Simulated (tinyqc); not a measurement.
Inside a calculation. Method: Hubbard ring of 4 sites. Computed by tinyqc, a small Python program that keeps every step. Settings: hopping = 1.29, U = 3.6, mixing = 0.2, iteration cap = 80. Command: `OMP_NUM_THREADS=1 python tinyqc.py 27913 27914 out.jsonl` (the two numbers bound the seeds that draw the settings). One thread of a shared host (Intel(R) Xeon(R) Processor @ 2.60GHz), about 0.2 s of CPU time with the checks.

one-body matrix (hopping and site energies) (eV), order 1, 2, 3, 4:
```
[[-0.490000, -1.290000, 0.000000, -1.290000],
 [-1.290000, -0.600000, -1.290000, 0.000000],
 [0.000000, -1.290000, 0.960000, -1.290000],
 [-1.290000, 0.000000, -1.290000, -0.500000]]
```

U = 3.600000 eV

electrons, up and down: [2, 2]

n(up) at the start (a guess, not normalised): [0.500000, 0.500000, 0.500000, 0.500000]

n(down) at the start (a guess): [0.500000, 0.500000, 0.500000, 0.500000]

Each step fills the lowest levels of T + U n(other spin) and sets n(new) = n + mixing (n(out) - n); stop when output and input agree to 1e-8.

Course of the cycle:
```
iteration       E (eV)  largest |n(out) - n(in)|  mean |n_up - n_down|
1          -2.03771997                  3.74e-01              0.000000
2          -2.15075346                  2.87e-01              0.000000
3          -2.22035265                  2.16e-01              0.000000
4          -0.68028769                  4.15e-01              0.000000
5          -2.12728459                  2.33e-01              0.000000
6          -2.20656070                  1.78e-01              0.000000
7          -0.66021329                  3.87e-01              0.000000
8          -2.11848162                  2.19e-01              0.000000
9          -2.20287222                  1.66e-01              0.000000
10         -0.65389301                  3.78e-01              0.000000
11         -2.11575151                  2.20e-01              0.000000
...                ...                       ...                   ...
70         -0.65061922                  3.74e-01              0.000000
71         -2.11467909                  2.23e-01              0.000000
72         -2.20137761                  1.60e-01              0.000000
73         -0.65061922                  3.74e-01              0.000000
74         -2.11467909                  2.23e-01              0.000000
75         -2.20137761                  1.60e-01              0.000000
76         -0.65061922                  3.74e-01              0.000000
77         -2.11467909                  2.23e-01              0.000000
78         -2.20137761                  1.60e-01              0.000000
79         -0.65061922                  3.74e-01              0.000000
80         -2.11467909                  2.23e-01              0.000000
```

Can the last value be used, and what does the course show?

Not by the stop rule. Not converged within 80 iterations: the residual wanders without falling. The lowest mean-field energy found from random starts is -3.62380 eV. Reruns (cap 100 unless said): mixing 0.5: not converged; mixing 0.9: not converged; the original settings with a cap of 400: not converged.
